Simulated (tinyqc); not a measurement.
Inside a calculation: three-level Kane dispersion of a narrow-gap semiconductor. Values are carried at full precision from step to step, so a last printed digit may differ when a step is redone from the rounded ones.

Zero of energy at Gamma8, c = hbar^2/2m0, P^2 = Ep c. The free-electron term and remote bands are left out, so the heavy holes are flat at E = 0 and the other three bands obey E (E - Eg)(E + Dso) = P^2 k^2 (E + 2 Dso/3). The conduction band is the highest root; its edge is Ec = max(Eg, 0).

Constants: hbar^2/2m0 = 3.80998211 eV angstrom^2; hbar = 6.58211957e-16 eV s; e^2/(4 pi eps0) = 14.39964547 eV angstrom; muB = 5.788381798e-05 eV/T.

Inputs chosen for the exercise (near those of GaSb; not measured data): Eg = 0.774 eV (E(Gamma6) - E(Gamma8)); Dso = 0.77 eV (spin-orbit splitting); Ep = 28.2 eV (Kane energy); k = 0.039 1/angstrom (wave vector); n = 5.6e+17 cm^-3 (electron density); eps = 14.7 (high-frequency dielectric constant); B = 4.9 T (magnetic field).

## The three bands at one k

Expand the equation into E^3 + a2 E^2 + a1 E + a0 = 0 and give its roots; compare with the two-level form (Dso to infinity) E = Eg/2 +/- sqrt(Eg^2/4 + (2/3) P^2 k^2).

P^2 k^2 = 0.163419 eV^2

a2, a1, a0: [-0.004000, -0.759399, -0.083888]

roots (eV): [-0.8077, -0.1124, 0.9241]

two-level form (eV): [-0.1216, 0.8956]

The two-level form misses the highest root by -28.4 meV. The order is normal: Gamma6 forms the conduction band.

## Mass at the edge and limiting velocity

m0* = Eg (Eg + Dso)/(Ep (Eg + 2 Dso/3)). In the two-level form the velocity tends to v = sqrt(2/3) P/hbar, and |Eg| = 2 m v^2 with m = 3 |Eg|/(2 Ep), as for a relativistic particle. 1 angstrom = 1e-10 m.

m0* = 0.03292 m0
P = 10.3654 eV angstrom
v = 1.286e+06 m/s
k at which the linear part sets in, |Eg|/(2 hbar v) = 0.04573 1/angstrom

## Fermi level and mass at a given density

Degenerate electrons at T = 0: kF = (3 pi^2 n)^(1/3), 1 cm^-3 = 1e-24 angstrom^-3; EF is the highest root at kF. The momentum (cyclotron, optical) mass is m(E) = hbar^2 k/(dE/dk) = c d(k^2)/dE with d(k^2)/dE = k^2 [1/E + 1/(E - Eg) + 1/(E + Dso) - 1/(E + 2 Dso/3)]; the density of states is k d(k^2)/dE/(2 pi^2).

Edge mass m0* = Eg (Eg + Dso)/(Ep (Eg + 2 Dso/3)).

Compare EF - Ec with the parabolic value c kF^2/m0*.

kF = 0.02550 1/angstrom
EF - Ec = 0.0696 eV
parabolic value = 0.0753 eV
m(EF) = 0.03822 m0
m(EF)/m0* = 1.161
density of states at EF = 1.296e+19 1/(eV cm^3)

The parabola overstates EF - Ec by a factor of 1.08; (EF - Ec)/|Eg| = 0.09, and the two-level rule 1 + 2 (EF - Ec)/|Eg| = 1.180 estimates the mass ratio.

## Plasma and cyclotron energies

hbar wp = sqrt(8 pi c (e^2/4 pi eps0) n/(eps m)), hbar wc = 2 muB B/m (classical limit), with m = m(EF) and, for comparison, the edge mass; n in angstrom^-3.

hbar wp with m(EF), with m0* (meV): [37.07, 39.95]

hbar wc with m(EF), with m0* (meV): [14.84, 17.23]

hbar wc is not small against EF - Ec = 69.6 meV, so fewer than ten Landau levels are filled and the classical value is only a guide.

## Checks

- Roots of the cubic against the 8 x 8 Kane matrix without remote terms: they agree to 1e-10 or better.
- m(E) near the edge against m0*: both 0.03292.

(tinyqc, `OMP_NUM_THREADS=1 python tinyqc.py 1050604 1050605 out.jsonl`, Intel(R) Xeon(R) Processor @ 2.30GHz, 1 thread, shared host, about 0.01 s.)
